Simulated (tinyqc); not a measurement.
# Inputs raised by 2 %, one at a time

Model: electron-beam lithography: double-Gaussian proximity function, edge placement and dose correction for parallel lines. Computed by tinyqc, a small Python program. Command: `OMP_NUM_THREADS=1 python tinyqc.py 3113678 3113679 out.jsonl proximity sens`. One thread of a shared host (Intel(R) Xeon(R) Processor @ 2.30GHz), about 0.02 s of CPU time with the checks.

Lines are infinitely long. Absorbed energy is counted so that the middle of a very large area written at dose 1 receives 1; the resist develops where it exceeds 1/2.

Inputs (values chosen for the exercise, of the order of those for 100 keV electrons in resist on silicon):
```
quantity,value,unit
forward range alpha,0.014,micrometre
backscatter range beta,30,micrometre
backscatter ratio eta,0.68,-
base dose D0,55,microcoulomb/cm^2
beam current,98,nA
pixel size,2,nm
width of the test line,0.099,micrometre
pattern density around the test line,0.11,-
```

line widths (micrometre): [0.072, 0.073, 0.082, 5.5, 12]

gaps between the lines (micrometre): [0.053, 0.16, 0.16, 0.16]

Constants: e = 1.602176634e-19 C.

Method:
- The first line starts at x = 0; each next one starts after the width and the gap.
- f(r) = [exp(-r^2/alpha^2)/alpha^2 + eta exp(-r^2/beta^2)/beta^2]/(pi (1 + eta)). A line from a to b at dose d gives E(x) = d [S(alpha) + eta S(beta)]/(1 + eta), S(s) = [erf((b - x)/s) - erf((a - x)/s)]/2.
- M_ij is the mean of E at the two edges of line i from line j at dose 1.
- Uncorrected edge energies are M 1. Solve M d = 1/2 for the doses d that put the mean edge energy of every line at the threshold.
- A test line of width w << beta in surroundings of density rho, all at dose d: near its edge E(x) = d [S + eta rho]/(1 + eta), S = [erf((b - x)/alpha) - erf((a - x)/alpha)]/2 for edges a and b, the second term being the background energy. Dose to size d_s = (1 + eta)/(erf(w/alpha) + 2 eta rho), dose = d_s D0; edge slope d [1 - exp(-w^2/alpha^2)]/(sqrt(pi) alpha (1 + eta)); width change per 1 % of dose = 2 x 0.01 x (1/2)/slope.
- With dose = d_s D0: electrons per pixel N = dose x pixel area/e; relative noise 1/sqrt(N); time per cm^2 of pattern area = dose x density/current; pixel rate = current/(dose x pixel area).

Runs:
```
input moved,from,to,width change per 1 % of dose (nm),largest over smallest dose,writing time per cm^2 (h),shot noise (%)
base run,-,-,0.28527,1.0188,0.025060,22.324
backscatter range beta (micrometre),30,30.6,0.28527,1.0178,0.025060,22.324
backscatter ratio eta,0.68,0.6936,0.28601,1.0192,0.025198,22.263
width of the test line (micrometre),0.099,0.10098,0.28527,1.0188,0.025060,22.324
pattern density around the test line,0.11,0.1122,0.28601,1.0188,0.025495,22.353
base dose D0 (microcoulomb/cm^2),55,56.1,0.28527,1.0188,0.025562,22.104
beam current (nA),98,99.96,0.28527,1.0188,0.024569,22.324
pixel size (nm),2,2.04,0.28527,1.0188,0.025060,21.886
```

Exponents ln(y'/y) / ln(x'/x):
```
input,width change per 1 % of dose,largest over smallest dose,writing time per cm^2,shot noise
backscatter range beta,0.000,-0.049,0.000,0.000
backscatter ratio eta,0.131,0.019,0.276,-0.138
width of the test line,0.000,0.000,0.000,0.000
pattern density around the test line,0.131,0.000,0.869,0.066
base dose D0,0.000,0.000,1.000,-0.500
beam current,0.000,0.000,-1.000,0.000
pixel size,0.000,0.000,0.000,-1.000
```

To which inputs is each result most sensitive?

Among the inputs moved here: width change per 1 % of dose answers most in size to backscatter ratio eta (exponent +0.131), and about equally to pattern density around the test line (+0.131); its exponent is below 0.0005 for backscatter range beta, width of the test line, base dose D0, beam current, pixel size. Largest over smallest dose answers most in size to backscatter range beta (exponent -0.049), next to backscatter ratio eta (+0.019); its exponent is below 0.0005 for width of the test line, pattern density around the test line, base dose D0, beam current, pixel size. Writing time per cm^2 answers most in size to beam current (exponent -1.000), and about equally to base dose D0 (+1.000); its exponent is below 0.0005 for backscatter range beta, width of the test line, pixel size. Shot noise answers most in size to pixel size (exponent -1.000), next to base dose D0 (-0.500); its exponent is below 0.0005 for backscatter range beta, width of the test line, beam current.

Extremes, crossings and ranges named in words are read from the listed rows.
